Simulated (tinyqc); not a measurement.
## Memristor with linear dopant drift, Joglekar window: one period

A film of thickness D has a doped share x: R = Ron x + Roff (1 - x), i = v/R, dx/dt = k i F with k = mv Ron/D^2 and F = 1 - (2 x - 1)^(2 p). The drive is v = V0 sin(2 pi f t). The model has no threshold and no heating.

Step h = 1/(16 f), from t = j h. With g(t, x) = dx/dt: k1 = g(t, x), k2 = g(t + h/2, x + h k1/2), k3 = g(t + h/2, x + h k2/2), k4 = g(t + h, x + h k3), x(new) = x + h (k1 + 2 k2 + 2 k3 + k4)/6.

The 16 Runge-Kutta steps against a converged integration; i uses the converged x.

Values chosen for this exercise:
- Ron = 200 ohm (resistance of the fully doped film)
- Roff = 5000 ohm (resistance of the undoped film)
- D = 15 nm (film thickness)
- mv = 3.2e-14 m^2/(V s) (dopant mobility)
- x0 = 0.45 (doped share at t = 0)
- V0 = 1 V (amplitude)
- p = 3 (window exponent)
- f = 15 Hz (frequency)

One period:
```
j     v (V)  x, coarse steps  x, converged   i (uA)
0    0.0000          0.45000       0.45000     0.00
1    0.3827          0.45815       0.45815   136.63
2    0.7071          0.48199       0.48199   263.21
3    0.9239          0.51971       0.51971   368.76
4    1.0000          0.56805       0.56805   439.87
5    0.9239          0.62191       0.62191   458.54
6    0.7071          0.67366       0.67366   400.30
7    0.3827          0.71264       0.71263   242.30
8    0.0000          0.72741       0.72740     0.00
9   -0.3827          0.71263       0.71263  -242.30
10  -0.7071          0.67366       0.67366  -400.30
11  -0.9239          0.62191       0.62191  -458.54
12  -1.0000          0.56805       0.56805  -439.87
13  -0.9239          0.51971       0.51971  -368.76
14  -0.7071          0.48199       0.48199  -263.21
15  -0.3827          0.45814       0.45815  -136.63
16   0.0000          0.45000       0.45000     0.00
```

What does the table show?

The current vanishes with the voltage (pinched loop). At the same voltage, j = 2 and 6, it is 263 uA on the way up and 400 uA on the way down. x peaks at 0.7274 at half period and ends at 0.4500, its starting value: the state is a function of the flux alone. The coarse steps miss by at most 8.2e-6.

Computed by the program tinyqc: `OMP_NUM_THREADS=1 python tinyqc.py 2880065 2880066 out.jsonl`, one thread of a shared Intel Xeon 2.30GHz, about 0.2 s for the whole run.
